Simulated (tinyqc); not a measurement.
Vibrations of a mass or spring defect in a linear chain: one step, computed by the program tinyqc.

A ring of N atoms with nearest-neighbour springs k and motion along the chain. Atom 1 is the defect, of mass M', and its two springs are k'. All other atoms have the mass M.

Task: Frequencies of the ring. Diagonalise D and leave out the zero eigenvalue of the uniform shift. nu = 15.6333042 THz x sqrt(lambda), lambda in eV/(angstrom^2 u).

Host: monatomic.

D (eV/(angstrom^2 u)), lower triangle (symmetric):
```
,1,2,3,4,5,6
1,0.8757265
2,-0.1686137,0.1340051
3,0.0000000,-0.0690748,0.1381496
4,0.0000000,0.0000000,-0.0690748,0.1381496
5,0.0000000,0.0000000,0.0000000,-0.0690748,0.1381496
6,-0.1686137,0.0000000,0.0000000,0.0000000,-0.0690748,0.1340051
```

Constants: nu for 1 eV/(angstrom^2 u) = 15.6333042 THz.

Give: nonzero frequencies.

Result:

nonzero frequencies (THz): [4.05, 4.73, 7.08, 7.79, 15.21]
